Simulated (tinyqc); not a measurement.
Field from the level spacing.

Problem. In a triangular well E_k = a_k (C F^2/mz1)^(1/3), a_1 = 2.338107, a_2 = 4.087949, C = hbar^2/(2 m0), F in eV/nm (1 MV/cm = 0.1 eV/nm). Find F, E_1, the mean distance 2 E_1/(3 F) of the lowest level and the sheet charge eps0 eps_r F/q behind such a field.

Values chosen for this exercise: relative permittivity eps_r = 16.2; mass along z of valley set A (1 valley(s)) mz1 = 1.62 m0.

Constants: q = 1.602176634e-19 C, hbar = 1.054571817e-34 J s, m0 = 9.1093837015e-31 kg, eps0 = 8.8541878128e-14 F/cm where lengths are in cm, hbar^2/(2 m0) = 0.0380998212 eV nm^2. Results are converted to the units shown.

spacing of the two lowest levels = 68.946930 meV

Solution. The spacing over a_2 - a_1 is the energy scale (C F^2/mz1)^(1/3), which gives F.

F = 0.5100 MV/cm
E_1 = 92.13 meV
mean distance = 1.204 nm
sheet charge over q = 4.566e12 cm^-2

Computed by the program tinyqc: `OMP_NUM_THREADS=1 python tinyqc.py 2160122 2160123 out.jsonl`, one thread of a shared Intel Xeon 2.30GHz, about 1 s for the whole run.
